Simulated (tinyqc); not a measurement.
# MOS structure on a p-type body, non-linear Poisson equation by Newton steps: effects of single changes

One dimension, insulator interface at x = 0, acceptor density Na, uniform, net doping C = -(acceptor density). psi is counted from the intrinsic level: n = ni exp((psi - Vb)/Vt), p = ni exp(-psi/Vt); deep in the body psi_b = -Vt ln(Na/ni). The gate acts through Cox = eps0 eox/tox and has the potential psi_G = Vg - (phiM - chi - Vt ln(Nc/ni)). Boltzmann statistics, full ionisation, classical densities, no oxide or interface charge.

Values chosen for this exercise; band and dielectric values close to those of silicon:

| symbol | value | unit | meaning |
|---|---|---|---|
| T | 300 | K | temperature |
| Eg | 1.1 | eV | band gap |
| eps_r | 11.5 |  | relative permittivity |
| Nc | 2.85e19 | cm^-3 | conduction-band density of states at T |
| Nv | 2.6e19 | cm^-3 | valence-band density of states at T |
| chi | 3.98 | eV | electron affinity |
| Na | 2.4e16 | cm^-3 | acceptor density deep in the body |
| eox | 7.71 |  | relative permittivity of the gate insulator (close to silicon nitride) |
| tox | 22 | nm | insulator thickness |
| phiM | 4.27 | eV | gate work function |
| Vb | 0 | V | electron quasi-Fermi potential against the body |

Constants: q = 1.602176634e-19 C, kB = 1.380649e-23 J/K, Vt = kB T/q, eps0 = 8.8541878128e-14 F/cm where lengths are in cm. Results are converted to the units shown.

Each table varies one quantity; the others keep the values above.

## Charge and capacitance against gate voltage

ni = sqrt(Nc Nv) exp(-Eg/(2 Vt)), Eg in volts. The Poisson equation d/dx(eps0 eps_r dpsi/dx) = -q (p - n + C), with eps0 eps_r dpsi/dx = -Cox (psi_G - psi_0) at x = 0, is solved on a mesh of about 600 nodes or more. N_inv is the integral of n less its value deep in the body. C_LF = Cox (1 - dpsi_0/dVg) with all carriers following; C_HF is the same with the electron quasi-Fermi level shifting uniformly so that N_inv stays fixed. The centroid is that of the same excess.

Results:

| Vg (V) | psi_0 - psi_b (V) | N_inv (cm^-2) | C_LF/Cox | C_HF/Cox | centroid (nm) |
|---|---|---|---|---|---|
| -0.06 | 0.396 | 2.33e4 | 0.190 | 0.190 | 5.32 |
| 0.11 | 0.536 | 4.38e6 | 0.167 | 0.166 | 4.41 |
| 0.27 | 0.670 | 7.00e8 | 0.160 | 0.151 | 3.87 |
| 0.44 | 0.789 | 6.08e10 | 0.560 | 0.141 | 3.43 |
| 0.6 | 0.834 | 2.74e11 | 0.820 | 0.139 | 3.03 |
| 0.76 | 0.856 | 5.36e11 | 0.888 | 0.138 | 2.72 |
| 0.93 | 0.872 | 8.32e11 | 0.919 | 0.138 | 2.45 |
| 1.09 | 0.884 | 1.12e12 | 0.936 | 0.138 | 2.26 |
| 1.42 | 0.901 | 1.72e12 | 0.955 | 0.138 | 1.95 |

Estimate the missing row, Vg = 1.25 V.

Computed row:

| Vg (V) | psi_0 - psi_b (V) | N_inv (cm^-2) | C_LF/Cox | C_HF/Cox | centroid (nm) |
|---|---|---|---|---|---|
| 1.25 | 0.893 | 1.41e12 | 0.947 | 0.138 | 2.09 |

With this row back in the table: N_inv goes from 23300 to 1.72e12 cm^-2 and passes 2e11 cm^-2 at Vg = 0.551 V. Below threshold it takes 72.6 mV a decade between Vg = 0.11 and 0.27 V, against Vt ln 10 = 59.5 mV. C_LF/Cox is lowest, 0.160, at Vg = 0.27 V among the rows listed and ends at 0.955, while C_HF/Cox ends at 0.138. Between the last two rows q dN_inv/dVg is 0.949 Cox. Where the classical centroid is under about 2 nm, confinement would move the charge away from the interface and raise the threshold.

## Effect of the electron quasi-Fermi potential against the body on threshold, swing and body effect

VT is the Vg at which N_inv = 2e11 cm^-2. m = 1/(dpsi_0/dVg) at N_inv = 1e8 cm^-2; the swing is the Vg between N_inv = 1e8 and 1e9 cm^-2; body coefficient [VT(Vb + 0.05 V) - VT(Vb)]/0.05 V - 1.

Results:

| Vb (V) | VT (V) | psi_0 - psi_b at VT (V) | m - 1 | swing (mV/decade) | body coefficient |
|---|---|---|---|---|---|
| 0 | 0.551 | 0.824 | 0.187 | 72.3 | 0.175 |
| 0.3 | 0.900 | 1.13 | 0.152 | 69.8 | 0.147 |
| 0.6 | 1.24 | 1.43 | 0.132 | 68.4 | 0.129 |
| 1.2 | 1.91 | 2.03 | 0.108 | 66.7 | 0.107 |
| 1.5 | 2.24 | 2.34 | 0.100 | 66.2 | 0.0991 |
| 1.8 | 2.57 | 2.64 | 0.0938 | 65.8 | 0.0929 |

Estimate the missing row, Vb = 0.9 V.

Computed row:

| Vb (V) | VT (V) | psi_0 - psi_b at VT (V) | m - 1 | swing (mV/decade) | body coefficient |
|---|---|---|---|---|---|
| 0.9 | 1.58 | 1.73 | 0.118 | 67.4 | 0.116 |

With this row back in the table: As Vb goes from 0 to 1.8, VT rises from 0.551 to 2.57 V, the swing falls from 72.3 to 65.8 mV/decade and the body coefficient falls from 0.175 to 0.0929. The swing stays within 2.4 % of m Vt ln 10, and the body coefficient within 0.012 of m - 1.

Program tinyqc, `OMP_NUM_THREADS=1 python tinyqc.py 2080085 2080086 out.jsonl`; Intel Xeon 2.30GHz, shared host, one thread, about 0.3 s.
